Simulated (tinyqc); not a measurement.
Schottky diode by thermionic emission with image-force lowering and series resistance: soft saturation in reverse bias.

Metal on an n-type semiconductor with one parabolic valley; V > 0 is forward bias (metal positive). I = I0 [exp(Vj/(n Vt)) - 1] with Vj = V - I Rs; I0 = S A* T^2 exp(-(phi - dphi)/Vt), the lowering dphi taken at zero bias.

A* = 4 pi q me m0 kB^2/h^3 (times 1e-4 for A/(cm^2 K^2)); Nc = 2 (2 pi me m0 kB T/h^2)^1.5 (times 1e-6 for cm^-3); xi = Vt ln(Nc/Nd), Vbi = phi - xi; surface field Em = sqrt(2 q Nd (Vbi - V - Vt)/(eps0 eps_r)); dphi = sqrt(q Em/(4 pi eps0 eps_r)). Here dphi follows the bias, J = -A* T^2 exp(-(phi - dphi(V))/Vt) [1 - exp(V/Vt)], without Rs.

Parameters, values chosen for the exercise; band and dielectric values close to those of cadmium telluride: temperature T = 350 K; electron mass me = 0.0999 m0; relative permittivity eps_r = 10; barrier height seen from the metal phi = 0.75 eV; donor density Nd = 5e15 cm^-3.

Constants: q = 1.602176634e-19 C, kB = 1.380649e-23 J/K, h = 6.62607015e-34 J s, m0 = 9.1093837015e-31 kg, Vt = kB T/q, eps0 = 8.8541878128e-14 F/cm where lengths are in cm. Results are converted to the units shown.

Results:
```
V (V)  Em (kV/cm)  dphi (meV)  J (A/cm^2)
-0.2       37.086      23.109  -5.0138e-5
-1         53.132      27.660  -5.8381e-5
-2         68.063      31.306  -6.5883e-5
-4         90.838      36.167  -7.7404e-5
-7         116.96      41.039  -9.0975e-5
-10        138.23      44.615  -1.0243e-4
-15        167.80      49.155  -1.1907e-4
```

Estimate the missing row, V = -0.5 V.

Computed row:
```
V (V)  Em (kV/cm)  dphi (meV)  J (A/cm^2)
-0.5       43.798      25.113  -5.3654e-5
```

With this row back in the table: dphi rises from 23.1 to 49.2 meV, as the square root of the field, and |J| grows by a factor of 2.37: the reverse current does not saturate. Tunnelling and generation are left out.

Program tinyqc, `OMP_NUM_THREADS=1 python tinyqc.py 2640152 2640153 out.jsonl`; Intel Xeon 2.30GHz, shared host, one thread, about 0.01 s.
